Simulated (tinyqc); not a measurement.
Doping the contact: Schottky barrier with interface states (Cowley-Sze model), image lowering and contact resistance. Computed by tinyqc, a small Python program. Command: `OMP_NUM_THREADS=1 python tinyqc.py 3004463 3004464 out.jsonl pinning walk`. One thread of a shared host (Intel(R) Xeon(R) Processor @ 2.30GHz), about 0.01 s of CPU time with the checks.

An n-type semiconductor under a metal. The barrier lies between the Schottky-Mott limit phi_M - chi and the Bardeen limit E_g - E_n, E_n being the neutrality level of the interface states; the space-charge term of the full Cowley-Sze expression is left out.

Inputs (values chosen for the exercise, with gap, mass and screening modelled on ZnSe):

| quantity | value | unit |
|---|---|---|
| gap E_g | 2.74 | eV |
| electron affinity chi | 4.06 | eV |
| metal work function phi_M | 4.39 | eV |
| neutrality level E_n above the valence band | 1.5 | eV |
| optical dielectric constant eps_opt | 5.91 | - |
| dielectric constant eps_s | 8.8 | - |
| electron mass m_e | 0.152 | m_0 |
| valleys M_c | 1 | - |
| temperature T | 300 | K |

Pinning factor from: Moench relation.

Constants: k_B = 8.617333262e-05 eV/K; hbar = 1.054571817e-34 J s; m_0 = 9.1093837015e-31 kg; eps_0 = 8.8541878128e-12 F/m; e = 1.602176634e-19 C; k_B = 1.380649e-23 J/K; h = 6.62607015e-34 J s.

Method:
- S = 1/(1 + 0.1 (eps_opt - 1)^2), an empirical relation for metal-induced gap states.
- phi_B = S (phi_M - chi) + (1 - S)(E_g - E_n); the hole barrier is E_g - phi_B.
- A* = 4 pi e m_e M_c k_B^2/h^3 (a simple valley count); J_s = A* T^2 exp(-phi/k_B T).
- E_00 = (e hbar/2) sqrt(N/(m_e eps_s eps_0)), E_0 = E_00 coth(E_00/k_B T); scaling form of the contact resistivity rho_c = (k_B/(e A* T)) exp(phi_B/E_0), which is the thermionic result when E_00 << k_B T and keeps only the leading exponential of tunnelling when E_00 >> k_B T; image lowering is left out of it.
- Regimes: thermionic below E_00/k_B T = 0.5, field emission above 5.

barrier phi_B = 0.973201 eV

Against doping:

| N (cm^-3) | 1e10/sqrt(N) | E_00/k_B T | rho_c (ohm cm^2) | regime |
|---|---|---|---|---|
| 1.00e+16 | 1.0000e+02 | 6.2097e-02 | 3.3472e+08 | thermionic emission |
| 1.00e+17 | 3.1623e+01 | 1.9637e-01 | 2.1813e+08 | thermionic emission |
| 1.00e+18 | 1.0000e+01 | 6.2097e-01 | 5.3042e+06 | thermionic-field emission |
| 3.00e+18 | 5.7735e+00 | 1.0756e+00 | 1.6927e+04 | thermionic-field emission |
| 1.00e+19 | 3.1623e+00 | 1.9637e+00 | 1.5875e+00 | thermionic-field emission |
| 3.00e+19 | 1.8257e+00 | 3.4012e+00 | 9.8355e-04 | thermionic-field emission |
| 1.00e+20 | 1.0000e+00 | 6.2097e+00 | 6.7516e-06 | field emission |
| 3.00e+20 | 5.7735e-01 | 1.0756e+01 | 5.2079e-07 | field emission |
| 1.00e+21 | 3.1623e-01 | 1.9637e+01 | 1.0695e-07 | field emission |

What does the comparison show, and why?

Over the thermionic rows rho_c changes by a factor 1.5 only, and then it falls fast, by 15.5 decades in all; in field emission ln rho_c is linear in 1/sqrt(N). It stays above 1e-7 ohm cm^2 at every listed doping.
